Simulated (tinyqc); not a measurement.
# Hole mobility in a silicon inversion layer, empirical terms and Matthiessen rule, step by step

Numbers from tinyqc (`OMP_NUM_THREADS=1 python tinyqc.py 2510104 2510105 out.jsonl`; about 0.01 s on one thread of a shared Intel Xeon 2.30GHz). Printed values are rounded.

Inversion layer of sheet density Ns on a uniformly doped body. The mobility terms are empirical power laws with prefactors chosen for the exercise; adding their inverses (Matthiessen) is itself an approximation.

Parameters, values chosen for the exercise; material values close to those of silicon:

| symbol | value | unit | meaning |
|---|---|---|---|
| T | 300 | K | temperature |
| Eg | 1.13 | eV | band gap |
| eps_r | 11.9 |  | relative permittivity of the semiconductor |
| Nc | 2.8e19 | cm^-3 | conduction-band density of states at T |
| Nv | 2.67e19 | cm^-3 | valence-band density of states at T |
| Nb | 8.2e17 | cm^-3 | body doping |
| Vsb | 1 | V | reverse body bias |
| eta | 0.3333 |  | weight of the inversion charge in the effective field |
| Cox | 0.62 | uF/cm^2 | gate capacitance |
| Ap | 119 | cm^2/(V s) | phonon-limited mobility at 1 MV/cm and 300 K |
| As | 447 | cm^2/(V s) | roughness-limited mobility at 1 MV/cm |
| gs | 1 |  | exponent of the roughness term |
| Ac | 2100 | cm^2/(V s) | Coulomb prefactor |
| Nit | 1.6e11 | cm^-2 | charge at the interface |
| Ns | 4.1e12 | cm^-2 | inversion density |
| WL | 20 |  | ratio W/L |
| Vd | 0.02 | V | drain voltage |
| I | 23.3 | uA | measured linear current |

Constants: q = 1.602176634e-19 C, kB = 1.380649e-23 J/K, Vt = kB T/q, eps0 = 8.8541878128e-14 F/cm where lengths are in cm. Results are converted to the units shown.

## Depletion charge and effective field

ni = sqrt(Nc Nv) exp(-Eg/(2 Vt)), Eg in volts; Ndep = sqrt(2 eps0 eps_r Nb (2 Vt ln(Nb/ni) + Vsb)/q); E = q (Ndep + eta Ns)/(eps0 eps_r), in MV/cm.

ni = 8.81561e9 cm^-3
Ndep = 4.58442e12 cm^-2
E = 0.904902 MV/cm

The depletion charge gives 77.0 % of the field.

## Mobility terms and their sum

With t = T/(300 K): muC = Ac (Ns/1e12 cm^-2) t/(Nb/1e17 cm^-3 + Nit/1e11 cm^-2), muP = Ap E^(-1/3) t^(-1.75), muS = As E^(-gs); 1/mu is the sum of the inverses.

terms (cm^2/(V s)): Coulomb 878.571, phonon 123.031, roughness 493.976
mu = 88.5688 cm^2/(V s)
shares of 1/mu (%): Coulomb 10.0810, phonon 71.9892, roughness 17.9298

The phonon term limits most.

## Iteration 1: inversion density for the measured current

Ns at the start = 6.2e12 cm^-2

I = (W/L) q Ns mu Vd. E = q (Ndep + eta Ns)/(eps0 eps_r) in MV/cm. With t = T/(300 K): muC = Ac (Ns/1e12 cm^-2) t/(Nb/1e17 cm^-3 + Nit/1e11 cm^-2), muP = Ap E^(-1/3) t^(-1.75), muS = As E^(-gs); 1/mu is the sum of the inverses. Ns(new) = I/((W/L) q mu Vd).

E = 1.01133 MV/cm
mu = 87.3350 cm^2/(V s)
Ns after iteration 1 = 4.16291e12 cm^-2

## Iteration 2: inversion density for the measured current

As before.

E = 0.908090 MV/cm
mu = 88.5730 cm^2/(V s)
Ns after iteration 2 = 4.10473e12 cm^-2

## Course of the iteration: inversion density for the measured current

Stop when Ns changes by less than 1e5 cm^-2, or after 120 iterations.

Course of the iteration:
```
iteration  Ns (cm^-2)  |change| (cm^-2)
1          4.16291e12           2.04e12
2          4.10473e12           5.82e10
3          4.10490e12            1.73e8
4          4.10490e12            7.45e5
5          4.10490e12              3210
```

Converged in 5 iterations. The changes do not fall evenly; from iteration 1 to 5 they shrink by a factor of 160 a step on average.

## Split C-V extraction

Vg, point 0 to 12 (V): [0.1, 0.15, 0.2, 0.25, 0.3, 0.35, 0.4, 0.45, 0.5, 0.55, 0.6, 0.65, 0.7]
Cgc, point 0 to 12 (uF/cm^2): [6.69344e-6, 3.59775e-5, 1.93341e-4, 0.00103785, 0.00553819, 0.0286497, 0.128101, 0.361650, 0.547269, 0.605041, 0.617161, 0.619470, 0.619901]
I, point 0 to 12 (uA): [2.11850e-11, 6.12081e-10, 1.76799e-8, 5.09989e-7, 1.46046e-5, 4.02617e-4, 0.00926020, 0.116553, 0.564054, 1.37115, 2.37497, 3.47506, 4.62554]

Q(Vg) is the trapezoid sum of Cgc from the first point (where Q is taken as 0); mu_eff = I/((W/L) Q Vd); mu_FE = (dI/dVg)/((W/L) Cox Vd) with a backward difference. Listed from point 4 on.

Q, point 4 to 12 (uC/cm^2): [2.01980e-4, 0.00105668, 0.00497545, 0.0172192, 0.0399422, 0.0687500, 0.0993050, 0.130221, 0.161205]
mu_eff, point 4 to 12 (cm^2/(V s)): [0.180768, 0.952553, 4.65294, 16.9220, 35.3044, 49.8602, 59.7898, 66.7148, 71.7337]
mu_FE, point 4 to 12 (cm^2/(V s)): [0.00113667, 0.0312913, 0.714321, 8.65267, 36.0887, 65.0888, 80.9528, 88.7172, 92.7802]

At the last point mu_FE is 29 % above mu_eff.
